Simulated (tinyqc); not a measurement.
# Scale length and barrier from the threshold roll-off

Inverse problem. For L well above Lambda the threshold falls by 2 m sqrt(A (A + Vds)) exp(-pi L/(2 Lambda)), A being the height of the source potential over the barrier top; the two values follow this form. Find Lambda and A.

Parameters, values chosen for the exercise:
- m = 1.06 (long-channel body factor)
- Vds = 0.5 V (drain voltage)

threshold lowering at L = 28 and 44 nm (mV): [58.242947, 9.4321508]

Answer. The ratio of the two values gives Lambda; the prefactor gives A (A + Vds), a quadratic with one positive root.

Lambda = 13.81 nm
A = 0.4600 V

Numbers from tinyqc (`OMP_NUM_THREADS=1 python tinyqc.py 2420168 2420169 out.jsonl`; about 0.01 s on one thread of a shared Intel Xeon 2.30GHz).
